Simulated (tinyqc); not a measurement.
Worked calculation: Lorentz oscillators and the Kramers-Kronig relations. Values are carried at full precision from step to step, so a last printed digit may differ when a step is redone from the rounded ones.

eps(E) = 1 + sum_j S_j/(E0_j^2 - E^2 - i G_j E).

Constants: hbar c = 1973.269805 eV angstrom; hbar^2/2m0 = 3.80998211 eV angstrom^2; e^2/(4 pi eps0) = 14.39964547 eV angstrom.

Values chosen for the exercise:

| symbol | value | unit | meaning |
|---|---|---|---|
| E0 | (6.26, 8.19) | eV | resonances |
| G | (0.89, 1.7) | eV | widths |
| S | (23.8, 68.3) | eV^2 | strengths |
| E | 3.21 | eV | photon energy |
| h | 0.8 | eV | grid step |
| M | 30 |  | grid points E_j = j h |
| i | 4 |  | grid index at which eps1 is wanted |

## Dielectric function at one energy

Evaluate each oscillator and the sum.

terms: 0.8160+0.0807i  1.1920+0.1146i

eps(E) = 3.0081+0.1953i
eps(0) = 2.6256

## Optical constants

n + i k = sqrt(eps1 + i eps2) with k >= 0; R = ((n - 1)^2 + k^2)/((n + 1)^2 + k^2) at normal incidence from vacuum; alpha = 2 E k/(hbar c), times 1e8 for 1/cm; loss function Im(-1/eps) = eps2/(eps1^2 + eps2^2).

Convert eps at the photon energy E into the optical constants.

n = 1.7353
k = 0.0563
R = 0.0727
alpha = 1.83e+04 1/cm
loss function = 0.0215
vacuum wavelength hc/E (hc = 1239.841984 eV nm) = 386.2 nm

The intensity falls to 1/e within 546 nm.

## Absorptive part on the grid

Tabulate eps2 at E_j = j h.

eps2(E_j), j = 1 .. M: 0.0324  0.0698  0.1191  0.1941  0.3289  0.6423  1.8534  4.7379  2.9469  5.0319  3.2072  1.3153  0.6491  0.3765  0.2429  0.1684  0.1229  0.0932  0.0728  0.0582  0.0474  0.0393  0.0329  0.0280  0.0240  0.0207  0.0181  0.0159  0.0140  0.0125

## eps1 at one grid point

Kramers-Kronig: eps1(E) = 1 + (2/pi) P integral_0^infinity E1 eps2(E1)/(E1^2 - E^2) dE1. Maclaurin rule on the grid E_j = j h, j = 1 .. M: eps1(E_i) = 1 + (4 h/pi) sum over j with j - i odd of E_j eps2(E_j)/(E_j^2 - E_i^2); nothing is added above E_M.

List the terms E_j eps2_j/(E_j^2 - E_i^2) for j - i odd, add them and form eps1.

terms in order of j (1/eV): -0.0027  -0.0638  0.2284  0.4914  0.5100  0.4200  0.0689  0.0218  0.0096  0.0050  0.0029  0.0018  0.0012  0.0009  0.0006

sum = 1.696 1/eV
eps1(E_i) = 2.728

The oscillator formula gives 3.005 at E_i = 3.2 eV. The rule samples every 2h = 1.6 eV against a narrowest width of 0.89 eV and stops at 24 eV; coarse sampling and the missing tail make the difference.

## The f-sum on the grid

W(E_M) = (2/pi) h sum_j E_j eps2_j, with half weight on the last point; the full integral equals sum S_j = (hbar omega_p)^2, and the electron density follows from (hbar omega_p)^2 = 8 pi c (e^2/(4 pi eps0)) N with c = hbar^2/2m0.

W(E_M) = 88.78 eV^2
sum S = 92.10 eV^2
share reached on this grid (a step near the line widths can inflate it) = 0.964
hbar omega_p = 9.597 eV
N = 6.68e+22 1/cm^3

## Checks

- The value of eps1 at 3.263 eV from a fine, long grid (with the tail of eps2 ~ 1/E^3 added) against the oscillator formula: both 3.02.

(tinyqc, `OMP_NUM_THREADS=1 python tinyqc.py 1681352 1681353 out.jsonl`, Intel(R) Xeon(R) Processor @ 2.30GHz, 1 thread, shared host, about 0.1 s.)
